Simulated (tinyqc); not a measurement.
# Gas flow in a process chamber: flow regimes, conductance, effective pumping speed, pump-down, outgassing and purge, step by step

A worked calculation. Computed by tinyqc, a small Python program that keeps every step. Command: `OMP_NUM_THREADS=1 python tinyqc.py 3121287 3121288 out.jsonl pump walk`. One thread of a shared host (Intel(R) Xeon(R) Processor @ 2.30GHz), about 0.1 s of CPU time with the checks. Intermediate numbers are printed to about 7 digits and carried at full precision; extremes and crossings named in words are read from the listed rows.

Ideal gas, isothermal flow, a pump of constant speed at the end of a round pipe; process gas, volume gas and outgassing are given the same properties. 1 sccm = 101325 Pa x 1e-6 m^3/60 s x T/273.15 K.

Inputs (values chosen for the exercise, modelled on water vapour near room temperature):

| quantity | value | unit |
|---|---|---|
| molar mass M | 18.02 | g/mol |
| molecular diameter | 0.46 | nm |
| viscosity eta | 9.9 | micropascal s |
| temperature T | 293 | K |
| chamber volume V | 35 | L |
| wall area | 0.36 | m^2 |
| pipe diameter d | 4 | cm |
| pipe length l | 71 | cm |
| pump speed S | 17 | L/s |
| process gas flow | 18 | sccm |
| outgassing rate after 1 h | 4.5e-07 | Pa m^3/(s m^2) |
| outgassing exponent n | 1.1 | - |
| starting pressure p0 | 2500 | Pa |
| target base pressure | 9e-05 | Pa |

Constants: k_B = 1.380649e-23 J/K; u = 1.6605390666e-27 kg.

## Molecular flow

Mean speed c = sqrt(8 k_B T/(pi m)); aperture conductance C_a = c pi d^2/16; molecular pipe C_m = C_a/(1 + 3 l/(4 d)) (Dushman form); viscous pipe C_v = pi d^4 p_mean/(128 eta l); Knudsen interpolation C = C_v + C_m (1 + x)/(1 + 1.24 x), x = d p_mean sqrt(m/(k_B T))/eta. Effective speed 1/S_eff = 1/S + 1/C_m; time constant V/S_eff; pressure at which the free path k_B T/(sqrt2 pi d_m^2 p) equals d.

mean speed c = 586.7371 m/s

C_a = 184.3289 L/s

C_m = 12.87888 L/s

S_eff in molecular flow = 7.327615 L/s

time constant = 4.776452 s

pressure where the free path equals d = 0.1075748 Pa

The pipe passes on 43 % of the pump speed.

## Process pressure

Steady flow: the pump inlet is at p_2 = Q/S, and the chamber pressure p_1 solves Q = C((p_1 + p_2)/2) (p_1 - p_2). Residence time = p_1 V/Q. Knudsen number = free path at the mean pressure over d.

throughput Q = 32.60651 Pa L/s

p_2 = 1.918030 Pa

chamber pressure p_1 = 2.932575 Pa

conductance C = 32.13905 L/s

residence time = 3.147841 s

Knudsen number = 0.04435520

The flow in the pipe is transitional.

## Purging a well-mixed chamber

With steady flow a contaminant decays as exp(-t/residence time); gas used = flow x time.

time to dilute 1e3 times = 21.74452 s

time to dilute 1e6 times = 43.48904 s

gas used for 1e6 = 13.04671 standard cm^3

## Pump-down curve

Pump-down: V dp/dt = -S_eff(p) p + q(t) A, with S_eff = S p_2/p, where p_2 solves C((p + p_2)/2) (p - p_2) = S p_2 at each moment, and q(t) = q_1 (1 h/(t + 10 s))^n; integrated adaptively. At long times p = q(t) A/S_eff. S_eff(p) is tabulated at 260 pressures and interpolated in ln p. Comparison columns: p0 exp(-t/time constant) with the molecular S_eff (0 below 1e-26 p0), and the outgassing limit.

Pressure against time:

| t (s) | p (Pa) | S_eff (L/s) | volume gas only (Pa) | outgassing limit (Pa) |
|---|---|---|---|---|
| 0.3 | 2.161270e+03 | 16.98503 | 2.347809e+03 | 1.387919e-02 |
| 1 | 1.538878e+03 | 16.97899 | 2.027757e+03 | 1.291080e-02 |
| 3 | 5.837130e+02 | 16.94480 | 1.334037e+03 | 1.074354e-02 |
| 10 | 2.122974e+01 | 15.61881 | 3.081054e+02 | 6.688861e-03 |
| 30 | 9.797957e-02 | 7.13240 | 4.679698e+00 | 3.120464e-03 |
| 100 | 1.080798e-03 | 7.32143 | 2.020844e-06 | 1.025541e-03 |
| 300 | 3.339265e-04 | 7.32568 | 0 | 3.280857e-04 |
| 1000 | 8.995781e-05 | 7.32709 | 0 | 8.948117e-05 |
| 3600 | 2.207335e-05 | 7.32749 | 0 | 2.204079e-05 |
| 20000 | 3.351418e-06 | 7.32760 | 0 | 3.350529e-06 |
| 100000 | 5.707690e-07 | 7.32761 | 0 | 5.707388e-07 |

From t = 100 s on the pressure is within 20 % of the outgassing limit, which falls only as (t + 10 s)^-1.1: walls, not volume, set the time to base pressure. Early on viscous flow raises S_eff to 17.0 L/s, 2.3 times its molecular value.

## Time to base pressure

From the outgassing limit: t = 1 h x (q_1 A/(S_eff p_target))^(1/n) - 10 s; monolayer time at the target = 1e19 m^-2 x 4 k_B T/(p c) for unit sticking.

time to the target = 0.2763071 h

monolayer time = 3.064254 s

Checks made by the program: throughput from C and the pressure drop (relative difference below 1e-10).
